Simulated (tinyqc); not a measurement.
CIS and TDHF on RHF in the sto-6g basis, for BeH2, spin multiplicity 1, step by step. One step of it, computed by the program tinyqc.

Problem. CIS matrix, triplets. A(ia,jb) = (e_a - e_i) d_ij d_ab - (ij|ab).

orbital energies (hartree): MO1 -4.607180, MO2 -0.408799, MO3 -0.365669, MO4 0.209424, MO5 0.209692, MO6 0.329027, MO7 0.644302

Two-electron integrals over orbitals (pq|rs), unique and non-zero (hartree):
```
(11|11) 2.281231    (21|11) -0.186041   (21|21) 0.023926    (22|11) 0.452777
(22|21) -0.005572   (22|22) 0.368241    (31|31) 0.004981    (32|31) 0.010307
(32|32) 0.157929    (33|11) 0.410546    (33|21) -0.002010   (33|22) 0.379619
(33|33) 0.402843    (41|11) 0.011687    (41|21) -0.001438   (41|22) 0.000680
(41|33) 0.000353    (41|41) 0.016060    (42|11) -0.006796   (42|21) 0.000406
(42|22) 0.001814    (42|33) 0.002616    (42|41) 0.014585    (42|42) 0.046566
(43|31) -0.000050   (43|32) 0.004155    (43|43) 0.012076    (44|11) 0.569799
(44|21) -0.006711   (44|22) 0.349012    (44|33) 0.329233    (44|41) -0.001483
(44|42) -0.008286   (44|44) 0.450260    (51|51) 0.016013    (52|51) 0.014647
(52|52) 0.046505    (53|53) 0.011908    (54|51) -0.000923   (54|52) -0.002510
(54|54) 0.024353    (55|11) 0.570063    (55|21) -0.006698   (55|22) 0.349099
(55|33) 0.329209    (55|41) 0.000357    (55|42) -0.003293   (55|44) 0.401483
(55|55) 0.450117    (61|11) -0.200729   (61|21) 0.026360    (61|22) -0.006063
(61|33) -0.002637   (61|41) -0.000771   (61|42) 0.001131    (61|44) -0.005735
(61|55) -0.005626   (61|61) 0.029166    (62|11) 0.146492    (62|21) -0.006259
(62|22) -0.013004   (62|33) -0.040145   (62|41) 0.001127    (62|42) -0.001627
(62|44) 0.071074    (62|55) 0.071536    (62|61) -0.005878   (62|62) 0.085369
(63|31) 0.000007    (63|32) -0.091831   (63|43) -0.003582   (63|63) 0.088111
(64|11) 0.005415    (64|21) 0.000120    (64|22) 0.000254    (64|33) -0.001578
(64|41) 0.015998    (64|42) 0.045783    (64|44) -0.000576   (64|55) 0.002511
(64|61) 0.000998    (64|62) 0.006772    (64|64) 0.049066    (65|51) 0.016108
(65|52) 0.046284    (65|54) -0.001555   (65|65) 0.049321    (66|11) 0.464362
(66|21) -0.007096   (66|22) 0.371408    (66|33) 0.381930    (66|41) 0.002308
(66|42) 0.006665    (66|44) 0.349823    (66|55) 0.350293    (66|61) -0.007261
(66|62) -0.024253   (66|64) 0.004250    (66|66) 0.389056    (71|31) 0.009379
(71|32) 0.016713    (71|43) -0.000143   (71|63) 0.000783    (71|71) 0.017774
(72|31) 0.004672    (72|32) -0.039097   (72|43) -0.003268   (72|63) 0.063670
(72|71) 0.008490    (72|72) 0.058208    (73|11) 0.152528    (73|21) -0.003659
(73|22) 0.001212    (73|33) -0.018333   (73|41) 0.000054    (73|42) -0.004472
(73|44) 0.072721    (73|55) 0.072845    (73|61) -0.003465   (73|62) 0.080919
(73|64) 0.003552    (73|66) -0.018329   (73|73) 0.088910    (74|31) -0.000595
(74|32) -0.007227   (74|43) 0.012918    (74|63) 0.004702    (74|71) -0.001030
(74|72) 0.001496    (74|74) 0.017392    (75|53) 0.013122    (75|75) 0.017053
(76|31) 0.009481    (76|32) 0.138753    (76|43) 0.004526    (76|63) -0.089588
(76|71) 0.015836    (76|72) -0.045352   (76|74) -0.006202   (76|76) 0.134304
(77|11) 0.538044    (77|21) -0.006729   (77|22) 0.393598    (77|33) 0.408671
(77|41) 0.000344    (77|42) 0.000444    (77|44) 0.374100    (77|55) 0.374027
(77|61) -0.007060   (77|62) -0.014519   (77|64) -0.001365   (77|66) 0.403947
(77|73) 0.006416    (77|77) 0.444993
```

Give: CIS matrix A, triplet.

Solution.

CIS matrix A, triplet (hartree):
```
         1>4     1>5      1>6      1>7      2>4     2>5      2>6      2>7
1>4   4.2468  0.0000  -0.0054   0.0000   0.0067  0.0000  -0.0001   0.0000
1>5   0.0000  4.2468   0.0000   0.0000   0.0000  0.0067   0.0000   0.0000
1>6  -0.0054  0.0000   4.4718   0.0000  -0.0001  0.0000   0.0071   0.0000
1>7   0.0000  0.0000   0.0000   4.7134   0.0000  0.0000   0.0000   0.0067
2>4   0.0067  0.0000  -0.0001   0.0000   0.2692  0.0000  -0.0003   0.0000
2>5   0.0000  0.0067   0.0000   0.0000   0.0000  0.2694   0.0000   0.0000
2>6  -0.0001  0.0000   0.0071   0.0000  -0.0003  0.0000   0.3664   0.0000
2>7   0.0000  0.0000   0.0000   0.0067   0.0000  0.0000   0.0000   0.6595
3>4   0.0000  0.0000   0.0000   0.0006   0.0000  0.0000   0.0000   0.0072
3>5   0.0000  0.0000   0.0000   0.0000   0.0000  0.0000   0.0000   0.0000
3>6   0.0000  0.0000   0.0000  -0.0095   0.0000  0.0000   0.0000  -0.1388
3>7   0.0006  0.0000  -0.0095   0.0000   0.0072  0.0000  -0.1388   0.0000

        3>4     3>5      3>6      3>7
1>4  0.0000  0.0000   0.0000   0.0006
1>5  0.0000  0.0000   0.0000   0.0000
1>6  0.0000  0.0000   0.0000  -0.0095
1>7  0.0006  0.0000  -0.0095   0.0000
2>4  0.0000  0.0000   0.0000   0.0072
2>5  0.0000  0.0000   0.0000   0.0000
2>6  0.0000  0.0000   0.0000  -0.1388
2>7  0.0072  0.0000  -0.1388   0.0000
3>4  0.2459  0.0000   0.0016   0.0000
3>5  0.0000  0.2462   0.0000   0.0000
3>6  0.0016  0.0000   0.3128   0.0000
3>7  0.0000  0.0000   0.0000   0.6013
```
